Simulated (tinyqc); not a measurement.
Permittivity of the insulator from five potentials.

Inverse problem. A node lies on a semiconductor-insulator interface. Steps: hs = tb/1 down into the semiconductor, ho = tox/1 up into the insulator, hy = L/4 sideways. The flux balance of its box reads eox (hy/ho)(above - node) + eps_r (hy/hs)(below - node) + [(eps_r hs + eox ho)/(2 hy)](left + right - 2 node) - q Na (hs/2) hy/eps0 = 0. Find eox.

Inputs (values chosen for the exercise); semiconductor permittivity close to that of silicon:
```
symbol,value,unit,meaning
eps_r,11.7,,relative permittivity of the semiconductor
tb,5,nm,body thickness
tox,1.6,nm,insulator thickness
L,30,nm,channel length
Na,0,cm^-3,acceptor density of the depleted body
```

Constants: q = 1.602176634e-19 C, eps0 = 8.8541878128e-14 F/cm where lengths are in cm. Results are converted to the units shown.

psi (V): node 0.22111449, above 0.1, below 0.27306308, left 0.58, right 0.16399599

Answer. The balance is linear in eox.

eox = 3.900

tinyqc, about 0.2 s, one thread, Intel Xeon 2.30GHz (shared host): `OMP_NUM_THREADS=1 python tinyqc.py 2480123 2480124 out.jsonl`
